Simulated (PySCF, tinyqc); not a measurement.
CIS on RHF in the sto-3g basis, for BeH+, spin multiplicity 1, step by step. The lowest restricted solution is unstable here: a spin-polarised one lies 0.0069 hartree lower (PySCF). One step of it, computed by the program tinyqc.

Problem. Integrals over molecular orbitals. (pq|rs) = sum C_ip C_jq C_kr C_ls (ij|kl), one index at a time.

coefficients C, order 1Be 1s, 1Be 2s, 1Be 2px, 1Be 2py, 1Be 2pz, 2H 1s:
$$\begin{pmatrix}
0.993005 & -0.200431 & -0.198809 & 0.000000 & 0.000000 & 0.100429 \\
0.026041 & 0.662392 & 0.733691 & 0.000000 & 0.000000 & -0.455403 \\
0.000000 & 0.000000 & 0.000000 & 0.992923 & 0.118764 & 0.000000 \\
0.000000 & 0.000000 & 0.000000 & -0.118764 & 0.992923 & 0.000000 \\
-0.001986 & 0.254610 & -0.583243 & 0.000000 & 0.000000 & -0.876370 \\
-0.002824 & 0.499112 & -0.385890 & 0.000000 & 0.000000 & 0.938637
\end{pmatrix}$$

core Hamiltonian H = T + V (hartree), order 1Be 1s, 1Be 2s, 1Be 2px, 1Be 2py, 1Be 2pz, 2H 1s:
$$\begin{pmatrix}
-8.156919 & -2.007466 & 0.000000 & 0.000000 & -0.009693 & -0.187776 \\
-2.007466 & -2.387502 & 0.000000 & 0.000000 & -0.097250 & -0.637782 \\
0.000000 & 0.000000 & -1.896809 & 0.000000 & 0.000000 & 0.000000 \\
0.000000 & 0.000000 & 0.000000 & -1.896809 & 0.000000 & 0.000000 \\
-0.009693 & -0.097250 & 0.000000 & 0.000000 & -1.964352 & -0.758955 \\
-0.187776 & -0.637782 & 0.000000 & 0.000000 & -0.758955 & -1.624734
\end{pmatrix}$$

Two-electron integrals (ij|kl) in chemists' order, unique and non-zero (hartree):
```
(11|11) 2.298831   (21|11) 0.392036   (21|21) 0.079539   (22|11) 0.570988
(22|21) 0.143041   (22|22) 0.417683   (31|31) 0.014607   (32|31) 0.021888
(32|32) 0.092265   (33|11) 0.569578   (33|21) 0.143083   (33|22) 0.417589
(33|33) 0.449859   (41|41) 0.014607   (42|41) 0.021888   (42|42) 0.092265
(43|43) 0.024249   (44|11) 0.569578   (44|21) 0.143083   (44|22) 0.417589
(44|33) 0.401360   (44|44) 0.449859   (51|51) 0.014607   (52|51) 0.021888
(52|52) 0.092265   (53|53) 0.024249   (54|54) 0.024249   (55|11) 0.569578
(55|21) 0.143083   (55|22) 0.417589   (55|33) 0.401360   (55|44) 0.401360
(55|55) 0.449859   (61|11) 0.035495   (61|21) 0.007199   (61|22) 0.013070
(61|33) 0.012987   (61|44) 0.012987   (61|51) 0.000649   (61|52) 0.001226
(61|55) 0.013244   (61|61) 0.000684   (62|11) 0.115567   (62|21) 0.029532
(62|22) 0.098145   (62|33) 0.094112   (62|44) 0.094112   (62|51) 0.003779
(62|52) 0.026015   (62|55) 0.106113   (62|61) 0.002961   (62|62) 0.039497
(63|31) 0.002278   (63|32) 0.011597   (63|53) 0.004146   (63|63) 0.002939
(64|41) 0.002278   (64|42) 0.011597   (64|54) 0.004146   (64|64) 0.002939
(65|11) 0.136288   (65|21) 0.035160   (65|22) 0.121805   (65|33) 0.114791
(65|44) 0.114791   (65|51) 0.005950   (65|52) 0.039834   (65|55) 0.135699
(65|61) 0.003630   (65|62) 0.054797   (65|65) 0.077378   (66|11) 0.289471
(66|21) 0.075069   (66|22) 0.280284   (66|33) 0.261767   (66|44) 0.261767
(66|51) 0.009542   (66|52) 0.089122   (66|55) 0.316929   (66|61) 0.007579
(66|62) 0.153029   (66|65) 0.222321   (66|66) 0.774606
```

Give: one-electron integrals over orbitals h = C^T H C; Two-electron integrals over orbitals.

Solution.

one-electron integrals over orbitals h = C^T H C (hartree):
$$\begin{pmatrix}
-8.147 & 0.174 & 0.193 & 0.000 & 0.000 & -0.063 \\
0.174 & -1.983 & -0.073 & 0.000 & 0.000 & 0.235 \\
0.193 & -0.073 & -1.860 & 0.000 & 0.000 & -0.099 \\
0.000 & 0.000 & 0.000 & -1.897 & 0.000 & 0.000 \\
0.000 & 0.000 & 0.000 & 0.000 & -1.897 & 0.000 \\
-0.063 & 0.235 & -0.099 & 0.000 & 0.000 & -1.651
\end{pmatrix}$$

Two-electron integrals over orbitals (pq|rs), unique and non-zero (hartree):
```
(11|11) 2.276       (21|11) -0.173      (21|21) 0.022       (22|11) 0.451
(22|21) -1.15e-03   (22|22) 0.455       (31|11) -0.172      (31|21) 0.018
(31|22) -0.014      (31|31) 0.026       (32|11) 0.078       (32|21) -0.006
(32|22) -0.065      (32|31) 1.77e-03    (32|32) 0.064       (33|11) 0.522
(33|21) -0.011      (33|22) 0.327       (33|31) 2.34e-03    (33|32) 0.032
(33|33) 0.425       (41|41) 0.016       (42|41) 0.014       (42|42) 0.046
(43|41) 0.014       (43|42) 0.035       (43|43) 0.048       (44|11) 0.569
(44|21) -0.006      (44|22) 0.348       (44|31) -0.006      (44|32) 0.041
(44|33) 0.381       (44|44) 0.450       (51|51) 0.016       (52|51) 0.014
(52|52) 0.046       (53|51) 0.014       (53|52) 0.035       (53|53) 0.048
(54|54) 0.024       (55|11) 0.569       (55|21) -0.006      (55|22) 0.348
(55|31) -0.006      (55|32) 0.041       (55|33) 0.381       (55|44) 0.401
(55|55) 0.450       (61|11) 0.082       (61|21) -0.014      (61|22) -0.009
(61|31) -2.14e-03   (61|32) 0.008       (61|33) 0.015       (61|44) 2.12e-03
(61|55) 2.12e-03    (61|61) 0.016       (62|11) -0.134      (62|21) 1.26e-03
(62|22) 0.019       (62|31) 0.008       (62|32) -0.056      (62|33) -0.008
(62|44) -0.069      (62|55) -0.069      (62|61) 0.005       (62|62) 0.117
(63|11) 0.077       (63|21) -3.29e-03   (63|22) -0.057      (63|31) 4.99e-03
(63|32) 0.060       (63|33) 0.050       (63|44) 0.037       (63|55) 0.037
(63|61) 0.008       (63|62) -0.061      (63|63) 0.077       (64|41) -0.007
(64|42) -0.025      (64|43) -0.008      (64|64) 0.022       (65|51) -0.007
(65|52) -0.025      (65|53) -0.008      (65|65) 0.022       (66|11) 0.482
(66|21) -1.93e-03   (66|22) 0.461       (66|31) -0.013      (66|32) -0.070
(66|33) 0.355       (66|44) 0.351       (66|55) 0.351       (66|61) -0.007
(66|62) 0.046       (66|63) -0.060      (66|66) 0.498
```
